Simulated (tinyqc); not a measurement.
Worked calculation: one-electron ion in a basis of Gaussians. Computed by tinyqc, a small Python program that keeps every step. Settings: Z = 5, l = 1. Command: `OMP_NUM_THREADS=1 python tinyqc.py 29627 29628 out.jsonl` (the two numbers bound the seeds that draw the settings). One thread of a shared host (Intel(R) Xeon(R) Processor @ 2.60GHz), about 0.01 s of CPU time with the checks.

## Matrices over normalised Gaussians

exponents of r^l exp(-a r^2) (1/bohr^2): 0.30790  1.46000  6.92600  32.85000  155.80000

Z = 5

l = 1

With p = a_i + a_j and I(k) = Gamma((k+1)/2) / (2 p^((k+1)/2)): S = I(2l+2), T = (2l+3) a_i a_j S / p, V = -Z I(2l+1), each divided by sqrt(S_ii S_jj).

S, lower triangle:
```
         1        2        3        4        5
1  1.00000
2  0.50105  1.00000
3  0.10358  0.50088  1.00000
4  0.01612  0.10355  0.50095  1.00000
5  0.00235  0.01611  0.10357  0.50097  1.00000
```

T (hartree), lower triangle:
```
         1        2         3         4          5
1  0.76975
2  0.63703  3.65000
3  0.15267  3.01983  17.31500
4  0.02458  0.72372  14.32720  82.12500
5  0.00360  0.11653   3.43406  67.95596  389.50000
```

V (hartree), lower triangle:
```
          1         2          3          4          5
1  -2.95157
2  -2.50580  -6.42725
3  -1.04780  -5.45561  -13.99878
4  -0.34907  -2.28128  -11.88335  -30.48713
5  -0.11023  -0.76002   -4.96944  -25.88056  -66.39456
```

## Generalised eigenproblem

H = T + V (hartree), lower triangle:
```
          1         2         3         4          5
1  -2.18182
2  -1.86877  -2.77725
3  -0.89513  -2.43578   3.31622
4  -0.32449  -1.55755   2.44385  51.63787
5  -0.10662  -0.64348  -1.53538  42.07539  323.10544
```

Solve H C = S C e through S^(-1/2); each column has its largest component positive (the first on a tie).

eigenvalues of S: 0.24302  0.45952  0.86274  1.43458  2.00014

eigenvalues (hartree): -3.09298  -1.24768  7.46924  68.56050  405.53583

coefficients:
```
         1         2         3         4         5
1  0.33552   1.08863   0.30429  -0.08064   0.02585
2  0.72504  -0.74839  -0.87148   0.27107  -0.08677
3  0.12535  -0.10969   1.17412  -0.72999   0.24667
4  0.00831  -0.00707  -0.01582   1.21691  -0.66707
5  0.00078  -0.00064   0.00852  -0.05994   1.18052
```

For Z = 5 and l = 1 the exact lowest level is -Z^2/(2 n^2) with n = l + 1: -3.125000 hartree.
